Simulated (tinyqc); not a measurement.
## Potential step from the flux

Problem. On one interval J = (q mu Vt/hx) [nb B(d) - na B(-d)], B(d) = d/(exp(d) - 1), d = (psi_b - psi_a)/Vt. Find psi_b - psi_a, and the step at which J would vanish.

Parameters, values chosen for the exercise:
```
symbol,value,unit,meaning
T,325,K,temperature
mu,247,cm^2/(V s),electron mobility
na,1.6e13,cm^-3,density at the left node
nb,1.1e15,cm^-3,density at the right node
hx,5.3,nm,node spacing
```

Constants: q = 1.602176634e-19 C, kB = 1.380649e-23 J/K, Vt = kB T/q. Results are converted to the units shown.

J = 12297.283 A/cm^2

Solution. B(d) falls and B(-d) rises with d, so J falls steadily with the step and one value matches. J = 0 needs nb/na = exp(d), the Boltzmann ratio.

psi_b - psi_a = -0.1490 V
step for J = 0 = 0.1185 V

Computed by the program tinyqc: `OMP_NUM_THREADS=1 python tinyqc.py 2220001 2220002 out.jsonl`, one thread of a shared Intel Xeon 2.30GHz, about 0.01 s for the whole run.
